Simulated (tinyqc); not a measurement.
Trap density from two Hall measurements.

Problem. p-type body, charge-sheet picture, full ionisation (an idealisation for deep acceptors), Boltzmann statistics for free electrons. e = Ec - EF at the surface. psi = Eg - Vt ln(Nv/Na) - e; N_dep = sqrt(2 eps0 eps_r Na (psi - Vt)/q); n_f = sqrt(N_dep^2 + 2 eps0 eps_r Vt Nc exp(-e/Vt)/q) - N_dep; Vg = Vfb + psi + q (N_dep + n_t + n_f)/Cox, Cox = eps0 eox/tox. Find e and n_t at both points and the mean trap density between them.

Parameters, values chosen for the exercise; band and dielectric values close to those of 4H silicon carbide:
- T = 250 K (temperature)
- Eg = 3.22 eV (band gap)
- eps_r = 9.68 (relative permittivity)
- Nc = 1.27e19 cm^-3 (conduction-band density of states at T)
- Nv = 1.91e19 cm^-3 (valence-band density of states at T)
- eox = 3.9 (relative permittivity of the insulator)
- tox = 28 nm (insulator thickness)
- Na = 1.7e16 cm^-3 (acceptor density)
- Vfb = -2.8 V (flat-band voltage without trapped charge)

Constants: q = 1.602176634e-19 C, kB = 1.380649e-23 J/K, Vt = kB T/q, eps0 = 8.8541878128e-14 F/cm where lengths are in cm. Results are converted to the units shown.

Vg (V): 1.7416421  2.5604992
free sheet density from the Hall effect (cm^-2): 4.3438276e8  2.2832309e10

Answer. Each n_f fixes e; what the gate voltage holds beyond psi, N_dep and n_f is trapped; the difference quotient is the density, smeared over a few Vt.

e (eV): 0.182  0.0960
n_t (cm^-2): 5.52e11  1.08e12
mean trap density = 6.17e12 cm^-2 eV^-1

Numbers from tinyqc (`OMP_NUM_THREADS=1 python tinyqc.py 2222046 2222047 out.jsonl`; about 0.02 s on one thread of a shared Intel Xeon 2.30GHz).
